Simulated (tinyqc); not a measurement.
Ferroelectric switching, Landau-Khalatnikov equation: two steps of the calculation.

One domain: rho dP/dt = E - (2 al P + 4 be P^3), with al = -3 sqrt(3) Ec/(4 Pr), be = 3 sqrt(3) Ec/(8 Pr^3), so that the static loop has remanence Pr and coercive field Ec. With P in uC/cm^2, E in kV/cm, rho in ohm m and t in ns, dP/dt = [E - 2 al P - 4 be P^3]/(100 rho).

Values chosen for this exercise; remanent polarisation and coercive field close to those of lead zirconate titanate films: remanent polarisation Pr = 33 uC/cm^2; static coercive field Ec = 75 kV/cm; viscosity of the polarisation rho = 0.51 ohm m; field amplitude Em = 140 kV/cm; time step dt = 2.1 ns.

Task 1. Landau coefficients and time scales. al = -3 sqrt(3) Ec/(4 Pr), be = 3 sqrt(3) Ec/(8 Pr^3). Relaxation time at remanence tau = 100 rho/(-4 al); final state: the largest root Pf of 2 al P + 4 be P^3 = Em; relaxation time there 100 rho/(2 al + 12 be Pf^2).

Find: al; be; tau; Pf; relaxation time at Pf.

Result 1.

al = -2.9524 kV cm/uC
be = 0.0013555 kV cm^5/uC^3
tau = 4.3186 ns
Pf = 41.387 uC/cm^2
relaxation time at Pf = 2.3227 ns

Task 2. One time step. The constant field E = Em acts from t = 0. Explicit Euler: P(new) = P + dt dP/dt(P).

P after step 1 = -27.235294 uC/cm^2
al = -2.9523593 kV cm/uC
be = 0.0013555369 kV cm^5/uC^3

Find: dP/dt; P after step 2.

Result 2.

dP/dt = 1.740 uC/(cm^2 ns)
P after step 2 = -23.58 uC/cm^2

tinyqc, about 0.08 s, one thread, Intel Xeon 2.30GHz (shared host): `OMP_NUM_THREADS=1 python tinyqc.py 2860069 2860070 out.jsonl`
